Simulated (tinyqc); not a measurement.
# Metal gate on a two-layer dielectric stack with fixed charge and a dipole: effects of single changes

Gate, layer 2, layer 1, p-type semiconductor; x runs from the gate inwards. Charges are counted in units of +q. psi is the band bending at the surface, positive towards inversion. Classical charge, Boltzmann statistics, no interface traps.

Parameters, values chosen for the exercise; band and dielectric values close to those of silicon, layer 1 close to silicon dioxide, layer 2 close to hafnium oxide:
- T = 350 K (temperature)
- Eg = 1.13 eV (band gap)
- eps_r = 11.6 (relative permittivity)
- Nc = 3.47e19 cm^-3 (conduction-band density of states at T)
- Nv = 3.38e19 cm^-3 (valence-band density of states at T)
- chi = 4.12 eV (electron affinity)
- Na = 7.7e17 cm^-3 (acceptor density)
- pM = 4.57 eV (work function of the gate metal)
- t1 = 1.7 nm (thickness of layer 1, next to the semiconductor)
- e1 = 3.83 (relative permittivity of layer 1)
- t2 = 2.8 nm (thickness of layer 2, next to the gate)
- e2 = 21.5 (relative permittivity of layer 2)
- Q1 = 9.8e11 cm^-2 (fixed charge at the semiconductor interface)
- Q2 = -1.5e11 cm^-2 (fixed charge between the layers)
- r1 = 0 cm^-3 (uniform charge density in layer 1)
- r2 = 3.3e18 cm^-3 (uniform charge density in layer 2)
- Vd = 0 V (flat-band shift by a dipole layer between the layers)

Constants: q = 1.602176634e-19 C, kB = 1.380649e-23 J/K, Vt = kB T/q, eps0 = 8.8541878128e-14 F/cm where lengths are in cm. Results are converted to the units shown.

Each table varies one quantity; the others keep the values above.

## Flat band against the thickness t1

EOT = 3.9 (t1/e1 + t2/e2), Cox = eps0/(t1/e1 + t2/e2); phi_ms = pM - (chi + Eg - Vt ln(Nv/Na)). Vfb = phi_ms + Vd - (q/eps0) [Q1 (t1/e1 + t2/e2) + Q2 t2/e2 + r1 (t1^2/(2 e1) + t1 t2/e2) + r2 t2^2/(2 e2)]: each charge counts with its electrical distance from the gate. ni = sqrt(Nc Nv) exp(-Eg/(2 Vt)), Eg in volts, pB = Vt ln(Na/ni), Vth = Vfb + 2 pB + sqrt(4 q eps0 eps_r Na pB)/Cox.

Flat band against the thickness t1:

| t1 (nm) | EOT (nm) | Vfb (V) | Vth (V) |
|---|---|---|---|
| 0.5 | 1.017 | -0.6195 | 0.4223 |
| 1.3 | 1.832 | -0.6566 | 0.4980 |
| 2.1 | 2.646 | -0.6936 | 0.5737 |
| 2.9 | 3.461 | -0.7307 | 0.6494 |
| 3.6 | 4.174 | -0.7631 | 0.7156 |
| 4.4 | 4.988 | -0.8001 | 0.7913 |
| 5.2 | 5.803 | -0.8371 | 0.8670 |
| 6 | 6.618 | -0.8742 | 0.9427 |

Read the table: what changes, and by how much?

Vfb falls from -0.620 to -0.874 V and Vth rises from 0.422 to 0.943 V. The slope dVfb/dEOT is -45.5 mV/nm between the first two rows and -45.5 between the last two: a straight line, set by the charge below the growing layer, which reads as 9.80e11 cm^-2. A line through the end rows meets EOT = 0 at -0.573 V, against phi_ms + Vd = -0.566 V; an effective work function read from it is off by -7.35 mV from pM.

## Flat band against the thickness t2

Same model as above.

Flat band against the thickness t2:

| t2 (nm) | EOT (nm) | Vfb (V) | Vth (V) |
|---|---|---|---|
| 1 | 1.912 | -0.6530 | 0.5127 |
| 2 | 2.094 | -0.6642 | 0.5267 |
| 3 | 2.275 | -0.6781 | 0.5378 |
| 4 | 2.457 | -0.6948 | 0.5462 |
| 5 | 2.638 | -0.7143 | 0.5519 |
| 6 | 2.819 | -0.7366 | 0.5547 |
| 7 | 3.001 | -0.7616 | 0.5548 |
| 8 | 3.182 | -0.7894 | 0.5520 |

What does the table show?

Vfb falls from -0.653 to -0.789 V and Vth goes from 0.513 through a maximum of 0.555 (at t2 = 7 nm among the rows listed) to 0.552 V. The slope dVfb/dEOT is -61.5 mV/nm between the first two rows and -153 between the last two: the charge inside the growing layer bends the line. A line through the end rows meets EOT = 0 at -0.448 V, against phi_ms + Vd = -0.566 V; an effective work function read from it is off by 118 mV from pM.

Program tinyqc, `OMP_NUM_THREADS=1 python tinyqc.py 2010083 2010084 out.jsonl`; Intel Xeon 2.30GHz, shared host, one thread, about 0.01 s.
